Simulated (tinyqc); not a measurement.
# Trap depth and cross-section from two peaks

Problem. A DLTS peak lies where ew = sn g T^2 exp(-Et/kB T), g = vth Nc/(300 K)^2. Find Et and sn.

Inputs (values chosen for the exercise):

| symbol | value | unit | meaning |
|---|---|---|---|
| Nc | 1.04e19 | cm^-3 | conduction-band density of states at 300 K |
| vth | 3.3e7 | cm/s | thermal velocity at 300 K |

Constants: q = 1.602176634e-19 C, kB = 1.380649e-23 J/K. Results are converted to the units shown.

peak temperatures for ew = 20 and 500 1/s (K): 127.84358  146.88102

Answer. The slope of ln(ew/T^2) against q/kB T is -Et, and the intercept is ln(sn g).

Et = 0.250 eV
sn = 2.30e-15 cm^2

Program tinyqc, `OMP_NUM_THREADS=1 python tinyqc.py 2050143 2050144 out.jsonl`; Intel Xeon 2.30GHz, shared host, one thread, about 0.01 s.
